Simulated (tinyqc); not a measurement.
What moves the results: Wannier function of the lower band of a two-orbital chain. A value that a table varies takes the place of the one given here.

H(k) = [[-d/2 - 2 ta cos k, -t1 - t2 exp(-ik)], [-t1 - t2 exp(ik), d/2 - 2 tb cos k]], k in 1/a, Bloch sums with exp(ikR) and without the positions inside the cell. Mesh k_j = 2 pi j/N. Projection gauge: each lower eigenvector u is multiplied by the phase that makes <trial|u> real and positive (the one-band case of Loewdin orthogonalisation). Wannier amplitudes w(R) = (1/N) sum_k exp(ikR) u(k); hoppings H(R) = (1/N) sum_k exp(-ikR) E(k).

Values chosen for the exercise:

| symbol | value | unit | meaning |
|---|---|---|---|
| d | 0.67 | eV | A at -d/2, B at +d/2 |
| t1 | 1.05 | eV | A-B in the cell |
| t2 | 0.98 | eV | B to A of the next cell |
| ta | 0.21 | eV | A-A between cells |
| tb | 0.34 | eV | B-B between cells |
| xb | 0.33 | a | position of B (A at 0) |
| th | 30 | degrees | trial orbital cos(th) A + sin(th) B in cell 0 |

## Convergence with the mesh

Centre and Omega_I from overlaps M_j = u_j^+ diag(1, exp(-i b xb)) u_(j+1), b = 2 pi/N: centre -(1/2 pi) sum arg M, Omega_I = (1/(N b^2)) sum (1 - |M|^2). Largest error of the Fourier interpolation on 41 points from 0 to pi.

Mesh:

| N | centre (a) | Omega_I (a^2) | H(1) (eV) | largest error (meV) |
|---|---|---|---|---|
| 3 | 0.01933 | 0.06806 | -0.59089 | 306.529 |
| 4 | -0.01318 | 0.07768 | -0.66752 | 78.837 |
| 6 | -0.02264 | 0.09915 | -0.65107 | 29.721 |
| 8 | -0.02662 | 0.11255 | -0.64849 | 12.232 |
| 12 | -0.02975 | 0.12628 | -0.64778 | 3.126 |
| 16 | -0.03091 | 0.13213 | -0.64773 | 0.824 |
| 24 | -0.03174 | 0.13660 | -0.64773 | 0.072 |

What does this show, and why?

The interpolation error falls exponentially, from 78.8 meV at N = 4 to 3.126 at N = 12, because the hoppings decay exponentially for an isolated band (smallest gap 0.94 eV). Omega_I carries a finite-difference error and converges as a power: against the value 0.14042 on 400 points it is off by -0.01414 at N = 12 and -0.00382 at N = 24, an exponent of 1.89, near the limit 2.

## Choice of the trial orbital

N = 16. Centre, Omega_I and Omega_D from overlaps (b = 2 pi/N, M_j = u_j^+ diag(1, exp(-i b xb)) u_(j+1); Omega_D = (1/(N b^2)) sum (arg M_j + b centre)^2).

Trial angle:

| th (deg) | smallest projection | centre (a) | Omega_I (a^2) | Omega_D (a^2) |
|---|---|---|---|---|
| 0 | 0.742 | -0.0309 | 0.13213 | 0.00205 |
| 15 | 0.881 | -0.0309 | 0.13213 | 0.00379 |
| 30 | 0.889 | -0.0309 | 0.13213 | 0.02698 |
| 45 | 0.758 | -0.0309 | 0.13213 | 0.07784 |
| 60 | 0.563 | -0.0309 | 0.13213 | 0.18423 |
| 75 | 0.330 | -0.0309 | 0.13213 | 0.44546 |
| 90 | 0.075 | -0.0309 | 0.13213 | 1.25542 |

What can be read from the table?

Omega_I is the same for all. Omega_D is smallest at 0 degrees (0.00205) and largest at 90 (1.25542). The centre does not move.

## What each parameter does

N = 24: centre (folded into [0, 1)) and Omega_I from overlaps M_j = u_j^+ diag(1, exp(-i b xb)) u_(j+1), b = 2 pi/N: centre = -(1/2 pi) Im ln prod M_j, Omega_I = mean(1 - |M_j|^2)/b^2; and the first two hoppings H(R). Each row changes one parameter from the base and keeps the others.

Results:

| case | centre (a) | Omega_I (a^2) | H(1) (eV) | H(2) (eV) |
|---|---|---|---|---|
| base | 0.9683 | 0.1366 | -0.6477 | 0.0536 |
| d = 0.97 eV | 0.9690 | 0.1055 | -0.6223 | 0.0434 |
| t1 = 1.2 eV | 0.0123 | 0.1232 | -0.6730 | 0.0569 |
| t2 = 0.88 eV | 0.0001 | 0.1170 | -0.6202 | 0.0472 |
| ta = 0.31 eV | 0.9734 | 0.1609 | -0.7182 | 0.0632 |
| xb = 0.38 a | 0.9845 | 0.1355 | -0.6477 | 0.0536 |
| th = 40 degrees | 0.9683 | 0.1366 | -0.6477 | 0.0536 |

What can be read from the table?

The largest shifts from the base row, up to three for each result and ties (the steps differ in size, so this ranks the rows, not the parameters). centre (a): t2 -0.9681, t1 -0.9560, xb +0.0163; unchanged at the printed digits by th. Omega_I (a^2): d -0.0311, ta +0.0243, t2 -0.0196; unchanged at the printed digits by th. H(1) (eV): ta -0.0705, t2 +0.0275, d +0.0254; unchanged at the printed digits by xb and th. H(2) (eV): d -0.0101, ta +0.0097, t2 -0.0064; unchanged at the printed digits by xb and th. The trial angle is a choice of gauge and moves none of these; xb enters the position operator alone, so it leaves the hoppings.

Run: tinyqc, `OMP_NUM_THREADS=1 python tinyqc.py 1482627 1482628 out.jsonl`; Intel(R) Xeon(R) Processor @ 2.30GHz, one thread, shared host; about 0.2 s of CPU time with all checks.
